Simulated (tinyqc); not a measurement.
Inside a calculation: propagation of a band-gap error through k.p and effective-mass formulas. Values are carried at full precision from step to step, so a last printed digit may differ when a step is redone from the rounded ones.

Chain, for a gap E (the reference Eg or another value), with Ep and Dso kept: 1/me = 1 + Ep (E + 2 Dso/3)/(E (E + Dso)); g* = 2 - 2 Ep Dso/(3 E (E + Dso)); g1(E) = g1 + (Ep/3)(1/E - 1/Eg), g2(E) = g2 + (Ep/6)(1/E - 1/Eg), light hole 1/(g1 + 2 g2), heavy hole 1/(g1 - 2 g2) along [100]; optical constant ei(E) = 1 + (ei - 1)(EP/(EP + E - Eg))^2, static e0(E) = ei(E) + e0 - ei.

Constants: Ry = 13.60569312 eV; a0 (Bohr radius) = 0.5291772105 angstrom; kB = 8.617333262e-05 eV/K; hbar^2/2m0 = 3.80998211 eV angstrom^2.

Parameters, chosen for this exercise (reference values near those of CdTe, gap at low temperature; not measured data): Eg = 1.617 eV (gap at Gamma to the s-like level); Dso = 0.899 eV (spin-orbit splitting); Ep = 18.6 eV (Kane energy); g1 = 5.28 (Luttinger gamma1); g2 = 1.7 (gamma2); e0 = 10.06 (static dielectric constant); ei = 7.2 (optical dielectric constant); EP = 5.27 eV (mean (Penn) gap); Eg2 = 0.954 eV (a wrong gap, of the size a semi-local functional can give); mh = 0.45 m0 (density-of-states mass of the holes); T = 300 K (temperature); k = 0.015 1/angstrom (wave vector).

## Masses, g factor and screening for both gaps

Evaluate the chain at Eg and at Eg2.

Band values at the two gaps:
```
quantity,at Eg,at Eg2,ratio
me,0.08983,0.05766,0.642
g*,-0.7401,-4.306,-
g1,5.280,7.945,1.505
g2,1.700,3.032,1.784
light hole,0.1152,0.07138,0.620
heavy hole,0.5319,0.5319,1.000
ei,7.200,9.113,1.266
e0,10.06,11.97,1.190
```

The gap is off by a factor of 0.59; the electron mass follows with 0.64 and the light hole with 0.62, while the heavy hole, which does not couple to the conduction level, keeps its value. The optical constant changes less, by +27 %, as it answers to the mean gap, which shifts by the same -0.66 eV on a base of 5.27 eV. g* moves by -3.57; near zero it is a difference of larger terms, and remote bands, left out here, shift it by tenths.

## Binding energies and densities for both gaps

Donor: R = Ry me/e0^2, a_B = a0 e0/me, Mott density (0.26/a_B)^3. Nc, Nv = 2 (m kT/(4 pi c))^(3/2), c = hbar^2/2m0, ni = sqrt(Nc Nv) exp(-E/2kT). Exciton: Ry mu/e0^2 with 1/mu = 1/me + g1(E). 1 angstrom^-3 = 1e24 cm^-3.

Use the values of the table.

Results:
```
quantity,at Eg,at Eg2,ratio
R (meV),12.08,5.472,0.453
a_B (angstrom),59.27,109.9,1.85
Mott density (cm^-3),8.443e+16,1.325e+16,0.157
Nc (cm^-3),6.756e+17,3.474e+17,0.514
ni (cm^-3),5.920e+04,1.574e+10,2.66e+05
exciton (meV),8.191,3.753,0.458
```

Power laws carry the error on: the donor energy (me/e0^2) by a factor of 0.453, the Mott density (cube of me/e0) by 0.157. ni, with its exponential, changes by a factor of 2.66e+05, that is 5.4 decades.

## A scissor shift and what it does not mend

A rigid shift D = Eg - Eg2 of the conduction band restores the gap but leaves the curvature, so the mass stays me(Eg2); redoing the sum 1/m = 1 + Ep (E + 2 Dso/3)/(E (E + Dso)) with E = Eg and the same Ep gives another mass. For optics, eps2 at the edge goes as |p|^2/E^2: a rigid shift keeps the dipole elements p/E, while shifting the energies under unchanged p scales eps2 by (Eg2/Eg)^2.

shift D = 0.663 eV
mass under a rigid shift = 0.0577 m0
mass from the sum with the corrected gap = 0.0898 m0
factor on eps2 if p is left unscaled = 0.348

The rigid shift leaves the mass off by a factor of 0.64. The mass from the corrected gap is the reference me(Eg) here, because the exercise keeps Ep fixed; a real correction of the gap depends on k and changes Ep as well.

## Far from the edge the relative error shrinks

Two-level dispersion E(k) = sqrt(E^2/4 + Ep c k^2) - E/2 at k/4, k, 4k for both gaps, c = hbar^2/2m0.

Energies above the edge:
```
k (1/angstrom),at Eg (eV),at Eg2 (eV),ratio
0.00375,0.0006,0.0010,1.694
0.01500,0.0098,0.0164,1.676
0.06000,0.1448,0.2177,1.504
```

The ratio tends to Eg/Eg2 = 1.69 at k = 0 and goes from 1.694 to 1.504: at large k both curves approach the same slope sqrt(Ep c), while their distance in eV grows towards |Eg - Eg2|/2.

## Checks

- Chain at E = Eg against the inputs g1, g2, ei, e0: they agree to 1e-10 or better.

Program tinyqc; command `OMP_NUM_THREADS=1 python tinyqc.py 1850595 1850596 out.jsonl`; about 0.01 s on one thread of a shared Intel(R) Xeon(R) Processor @ 2.30GHz.
